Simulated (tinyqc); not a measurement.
Schottky barrier on an n-type semiconductor with a surface-enhanced doping, non-linear Poisson equation by Newton steps: Capacitance-voltage profiling.

One dimension, metal at x = 0, donor density C(x) = Nd + N0 exp(-x/Ls). Energies are counted from the electron Fermi level of the semiconductor and the conduction-band edge is Ec = -psi, so n = Nc exp(psi/Vt); holes follow the Fermi level of the metal, at -V, so p = Nv exp((V - psi - Eg)/Vt). Ends: psi(0) = V - phiB and psi = Vt ln(Nd/Nc) deep inside. Boltzmann statistics, full ionisation, no current, no image force in the Poisson equation.

The Poisson equation d/dx(eps0 eps_r dpsi/dx) = -q (p - n + C) is solved on a mesh of about 1000 nodes or more that ends in neutral material. C_s = q d/dV of the integral of n over x, from the linearised equation. Probed depth w = eps0 eps_r/C_s; apparent doping N_app = C_s^3/(q eps0 eps_r dC_s/dV), the derivative by central differences over +/- 0.02 V.

Values chosen for this exercise; band and dielectric values close to those of gallium arsenide:
```
symbol,value,unit,meaning
T,450,K,temperature
Eg,1.43,eV,band gap
eps_r,13.1,,relative permittivity
Nc,8.18e17,cm^-3,conduction-band density of states at T
Nv,1.65e19,cm^-3,valence-band density of states at T
Nd,7.7e15,cm^-3,donor density deep in the semiconductor
phiB,0.69,eV,barrier height
N0,5.4e16,cm^-3,extra donor density at the surface
Ls,140,nm,decay length
```

Constants: q = 1.602176634e-19 C, kB = 1.380649e-23 J/K, Vt = kB T/q, eps0 = 8.8541878128e-14 F/cm where lengths are in cm. Results are converted to the units shown.

Capacitance-voltage profiling:
```
V (V)  C_s (nF/cm^2)  w (nm)  N_app (cm^-3)  true C(w) (cm^-3)  |E_0| (kV/cm)
0               77.3     150        2.65e16            2.62e16           82.7
-0.2            62.5     186        2.24e16            2.20e16           94.7
-0.4            52.7     220        1.93e16            1.89e16            105
-0.6            45.7     254        1.69e16            1.65e16            113
-0.8            40.3     288        1.50e16            1.46e16            120
-1              36.1     321        1.35e16            1.31e16            127
-1.2            32.7     354        1.23e16            1.20e16            133
-1.4            29.9     387        1.14e16            1.11e16            138
-1.6            27.6     420        1.06e16            1.04e16            143
-1.8            25.7     452        1.01e16            9.84e15            148
-2              24.0     484        9.60e15            9.41e15            152
```

Read the table: what changes, and by how much?

C_s falls from 77.3 to 24.0 nF/cm^2 while the probed depth goes from 150 to 484 nm. The apparent doping falls from 2.65e16 to 9.60e15 cm^-3. It departs most from the true doping at that depth for V = -1.2 V, where it is 2.7 % above it; so the doping is read well over the depths probed.

tinyqc, about 0.08 s, one thread, Intel Xeon 2.30GHz (shared host): `OMP_NUM_THREADS=1 python tinyqc.py 2020036 2020037 out.jsonl`
